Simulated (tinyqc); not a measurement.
Inside a calculation. Method: UHF in the sto-3g basis, for H2+, spin multiplicity 2. One step of it, computed by the program tinyqc.

Task: Iteration 3: DIIS coefficients. Solve [B -1; -1 0][c; lambda] = [0; -1] for the coefficients, which sum to one.

B (overlaps of the stored error matrices):
```
[[2.7824607e-02, 1.8777196e-02, 0.0000000e+00],
 [1.8777196e-02, 1.2671629e-02, 0.0000000e+00],
 [0.0000000e+00, 0.0000000e+00, 0.0000000e+00]]
```

Give: DIIS coefficients.

Result:

DIIS coefficients: [-0.141, 0.208, 0.932]
